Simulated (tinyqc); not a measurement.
Donor binding, ionisation and the Mott limit: one step of the calculation.

Hydrogenic donor: Ry = (m0 q^3/(8 eps0^2 h^2)) me/eps_r^2 in eV, E0 = cc Ry, radius a = q/(8 pi eps0 eps_r E0), Mott density Nm = (0.26/a)^3. Below Nm the level sinks as Ed = E0 [1 - (N/Nm)^(1/3)]. Neutrality: Nc F12(eta) = N/(1 + 2 exp(eta + Ed/kB T)), F12(x) = (2/sqrt(pi)) int_0^infinity sqrt(u)/(1 + exp(u - x)) du.

Task. Binding energy, radius and Mott density. The mean spacing of the donors is N^(-1/3).

Values chosen for this exercise; band and dielectric values those of a made-up semiconductor:
- eps_r = 12.1 (relative permittivity)
- me = 0.295 m0 (mass in the hydrogenic formula, set independently of Nc)
- cc = 1 (ratio of the true binding energy to the hydrogenic one)
- N = 9.1e16 cm^-3 (donor density)

Constants: q = 1.602176634e-19 C, eps0 = 8.8541878128e-12 F/m, h = 6.62607015e-34 J s, m0 = 9.1093837015e-31 kg. Results are converted to the units shown.

Find: Ry; E0; a; Nm; spacing over a; Ed.

Result.

Ry = 27.41 meV
E0 = 27.41 meV
a = 2.171 nm
Nm = 1.719e18 cm^-3
spacing over a = 10.24
Ed = 17.12 meV

Range of the model: A sharp level with degeneracy 2 overstates freeze-out near Nm, where the impurity band broadens and merges with the conduction band.

Computed by the program tinyqc: `OMP_NUM_THREADS=1 python tinyqc.py 2330080 2330081 out.jsonl`, one thread of a shared Intel Xeon 2.30GHz, about 0.01 s for the whole run.
